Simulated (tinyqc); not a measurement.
n-type polysilicon, carrier trapping at grain boundaries: one step of the calculation.

One-dimensional grains of size Lg, uniform ionised doping N, monovalent traps Qt at each boundary at a depth Et below (for electrons) or above (for holes) the band edge there, abrupt depletion of width W on each side of a boundary, Boltzmann statistics. xi is the distance from the band edge at the grain centre to the Fermi level. Trapped charge Qt/(1 + exp((xi + VB - Et)/Vt)) = 2 N W, barrier VB = q N W^2/(2 eps0 eps_r).

Question. New W. Partly depleted grain, xi = Vt ln(NB/N): f = 1/(1 + exp((xi + VB - Et)/Vt)), g = Qt f - 2 N W, g' = -2 Qt f (1 - f) VB/(W Vt) - 2 N, W(new) = W - g/g'.

Inputs (values chosen for the exercise); values of the order met in polycrystalline silicon:

| symbol | value | unit | meaning |
|---|---|---|---|
| T | 300 | K | temperature |
| eps_r | 11.7 |  | relative permittivity |
| NB | 2.8e19 | cm^-3 | conduction-band density of states at T |
| Qt | 2.2e12 | cm^-2 | trap density of a grain boundary |
| Et | 0.31 | eV | depth of the trap level from the majority band edge at the boundary |
| N | 4.3e17 | cm^-3 | doping |

Constants: q = 1.602176634e-19 C, kB = 1.380649e-23 J/K, Vt = kB T/q, eps0 = 8.8541878128e-14 F/cm where lengths are in cm. Results are converted to the units shown.

W at the start = 15 nm

Wanted: VB; f; g; g'; W after iteration 1.

Answer.

VB = 0.074816 V
f = 0.99276
g = 8.9408e11 cm^-2
g' = -9.2100e10 cm^-2/nm
W after iteration 1 = 24.708 nm

Computed by the program tinyqc: `OMP_NUM_THREADS=1 python tinyqc.py 2830025 2830026 out.jsonl`, one thread of a shared Intel Xeon 2.30GHz, about 0.01 s for the whole run.
